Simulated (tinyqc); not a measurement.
Composition from the perpendicular lattice constant.

Inverse problem. The layer is x parts of the first compound and 1 - x of the second, grown coherently on the second as substrate and barrier. Rows of the table: lattice constant a, average valence level Ea on an absolute scale, spin-orbit splitting so, gaps at Gamma, X and L, hydrostatic deformation potentials av and ac (Gamma), shear potential b, elastic constants, electron and heavy-hole (along z) masses. All are interpolated linearly in x; gaps get -C x (1 - x), taken wholly in the conduction band; real line-ups can differ from this model by 0.1 eV or more. In-plane strain e = (a_substrate - a)/a, e_z = -2 (c12/c11) e, volume change 2 e + e_z. X-ray diffraction gives a_z = a (1 + e_z) of the coherent layer. Find x, e and the relaxed Gamma gap.

Values chosen for this exercise: bowing of the Gamma gap CG = 0.1 eV; bowing of the X gap CX = 0.27 eV; bowing of the L gap CL = 0.27 eV.

Binary compounds, values chosen for the exercise:
```
	close to InAs	close to InP
a (angstrom)	6.058	5.869
Ea (eV)	-6.67	-7.04
so (eV)	0.375	0.111
EG (eV)	0.358	1.34
EX (eV)	1.36	2.22
EL (eV)	1.06	1.93
av (eV)	0.996	1.26
ac (eV)	-5.02	-5.04
b (eV)	-1.81	-1.7
c11 (GPa)	83.8	101
c12 (GPa)	45.9	56.8
me (m0)	0.0231	0.0802
mh (m0)	0.331	0.522
```

lattice constant along the growth direction = 6.02884275 angstrom

Solution. a_z changes steadily with x, about (1 + 2 c12/c11) times as fast as the relaxed lattice constant, so one composition matches.

x = 0.400
e = -1.27 %
relaxed Gamma gap = 0.923 eV

Computed by the program tinyqc: `OMP_NUM_THREADS=1 python tinyqc.py 2690086 2690087 out.jsonl`, one thread of a shared Intel Xeon 2.30GHz, about 0.01 s for the whole run.
